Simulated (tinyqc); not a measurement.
Thickness from two neighbouring fringes.

Problem. At normal incidence a transparent film with an index between those of air and substrate, taken as constant, has reflectance minima at 2 n1 d = (m + 1/2) lam (small phase shifts at the substrate neglected). Find d and the order m of the shorter wavelength.

Inputs (values chosen for the exercise): index of the transparent film n1 = 1.306.

wavelengths of two neighbouring reflectance minima (nm): 472  544.61538

Solution. Neighbouring orders differ by one: 2 n1 d (1/lam1 - 1/lam2) = 1.

d = 1355 nm
m = 7

Numbers from tinyqc (`OMP_NUM_THREADS=1 python tinyqc.py 2870101 2870102 out.jsonl`; about 0.01 s on one thread of a shared Intel Xeon 2.30GHz).
